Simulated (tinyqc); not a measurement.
# Two-mode optical phonons of a ternary alloy from two coupled oscillators, step by step

A worked calculation. Computed by tinyqc, a small Python program that keeps every step. Command: `OMP_NUM_THREADS=1 python tinyqc.py 3020648 3020649 out.jsonl twomode walk`. One thread of a shared host (Intel(R) Xeon(R) Processor @ 2.30GHz), about 0.01 s of CPU time with the checks. Intermediate numbers are printed to about 6 digits and carried at full precision; extremes and crossings named in words are read from the listed rows.

An alloy A(x)B(1-x)C has an A-C and a B-C bond oscillator. Each TO frequency moves linearly from the impurity mode (dilute end) to the TO of the pure crystal; each strength is proportional to the number of bonds.

Inputs (values chosen for the exercise, for a model alloy):

| quantity | value | unit |
|---|---|---|
| omega_TO of pure AC | 457 | 1/cm |
| omega_LO of pure AC | 530 | 1/cm |
| omega_TO of pure BC | 345 | 1/cm |
| omega_LO of pure BC | 377 | 1/cm |
| eps_inf of AC | 7.12 | - |
| eps_inf of BC | 7.97 | - |
| impurity mode of A in BC | 427 | 1/cm |
| impurity mode of B in AC | 316 | 1/cm |
| fraction x of A | 0.32 | - |
| damping gamma | 9 | 1/cm |
| electron mass m* | 0.052 | m_0 |

Constants: e^2/(4 pi eps_0) = 14.39964548 eV angstrom; hbar^2/(2 m_0) = 3.80998212 eV angstrom^2; 1 THz = 33.35640952 1/cm; h x 1 THz = 4.135667696 meV.

## The two oscillators

omega_1 = (impurity mode of A) + x (omega_TO,AC - impurity mode of A); omega_2 = (impurity mode of B) + (1 - x)(omega_TO,BC - impurity mode of B); eps_inf = x eps_AC + (1 - x) eps_BC; strengths W_1 = x eps_AC (omega_LO,AC^2 - omega_TO,AC^2), W_2 = (1 - x) eps_BC (omega_LO,BC^2 - omega_TO,BC^2).

omega_1 (A-C, TO) = 436.6 1/cm

omega_2 (B-C, TO) = 335.72 1/cm

eps_inf = 7.698

W_1 = 164161 1/cm^2

W_2 = 125214 1/cm^2

## LO modes, coupled by the field

eps(omega) = eps_inf + W_1/(omega_1^2 - omega^2) + W_2/(omega_2^2 - omega^2) = 0 is the eigenproblem of the matrix [[omega_1^2 + W_1/eps_inf, sqrt(W_1 W_2)/eps_inf], [sqrt(W_1 W_2)/eps_inf, omega_2^2 + W_2/eps_inf]] for omega_LO^2. Uncoupled values keep the diagonal alone. eps_s = eps_inf + W_1/omega_1^2 + W_2/omega_2^2.

matrix (1/cm^2):
```
        1       2
1  211945   18624
2   18624  128974
```

lower LO mode = 353.532 1/cm

upper LO mode = 464.687 1/cm

uncoupled values (1/cm): 359.129  460.375

eps_s = 9.67016

The field pushes the upper mode up by 4.31 and the lower one down by 5.60 per cm; the lower LO stays between the two TO modes.

## Share of the polar coupling

The polar coupling of mode j is c_j = (u_j . sqrt(W))^2/(eps_inf^2 omega_j^2), u_j its eigenvector and omega_j here its LO frequency; the c_j add up to 1/eps_inf - 1/eps_s. Froehlich constant alpha_j = (e^2/(4 pi eps_0)) c_j k_j/(2 E_j), E_j = h c omega_j, k_j = sqrt(m* E_j/(hbar^2/(2 m_0))).

c_j, lower and upper mode: 0.00920858  0.0172844

share of the upper mode = 0.652414

alpha_j, lower and upper mode: 0.0369962  0.0605694

The upper mode holds 65 % of the coupling, against 44 % of the ionic part of eps_s for the upper oscillator: the field moves strength to the higher mode.

## Reflectivity

With damping, each denominator is omega_j^2 - omega^2 - i gamma omega; R = |(sqrt(eps) - 1)/(sqrt(eps) + 1)|^2.

Spectrum:

| omega (1/cm) | Re eps | Im eps | R |
|---|---|---|---|
| 316 | 18.7929 | 2.11197 | 0.392636 |
| 336 | 7.24149 | 41.3294 | 0.624812 |
| 345 | -5.97796 | 7.94624 | 0.590655 |
| 354 | 0.870657 | 2.48131 | 0.156764 |
| 361 | 3.53736 | 1.41451 | 0.112971 |
| 410 | 12.5466 | 1.31316 | 0.314897 |
| 437 | 2.42265 | 41.4927 | 0.638858 |
| 451 | -5.34695 | 3.76678 | 0.659891 |
| 465 | 0.246003 | 1.06941 | 0.122638 |
| 474 | 1.83552 | 0.637017 | 0.0340729 |
| 511 | 4.53651 | 0.177368 | 0.130537 |

## Modes across the composition range

The formulas are those given above.

Frequencies (1/cm):

| x | TO, A-C | TO, B-C | lower LO | upper LO | coupling share of the upper LO | eps_s |
|---|---|---|---|---|---|---|
| 0.02 | 427.6 | 344.42 | 375.023 | 429.889 | 0.096183 | 9.53034 |
| 0.10 | 430.0 | 342.10 | 368.239 | 440.291 | 0.344600 | 9.57851 |
| 0.20 | 433.0 | 339.20 | 361.117 | 451.863 | 0.520230 | 9.62757 |
| 0.35 | 437.5 | 334.85 | 351.734 | 467.778 | 0.678161 | 9.67804 |
| 0.50 | 442.0 | 330.50 | 343.099 | 482.780 | 0.781639 | 9.70084 |
| 0.65 | 446.5 | 326.15 | 334.826 | 497.264 | 0.859486 | 9.69596 |
| 0.80 | 451.0 | 321.80 | 326.723 | 511.427 | 0.923977 | 9.66334 |
| 0.90 | 454.0 | 318.90 | 321.359 | 520.748 | 0.962869 | 9.62608 |
| 0.98 | 456.4 | 316.58 | 317.072 | 528.154 | 0.992664 | 9.58729 |

The upper LO moves from 429.9 to 528.2 and the lower from 375.0 to 317.1 per cm. At each dilute end one LO-TO pair closes onto an impurity mode. The upper LO shifts by +0.98 per cm for each per cent of x near the middle, which is how Raman spectra measure composition. Its share of the polar coupling passes one half between x = 0.1 and 0.2.

Checks made by the program: generalised Lyddane-Sachs-Teller relation (relative difference below 1e-10); sum of the couplings (relative difference below 1e-10).
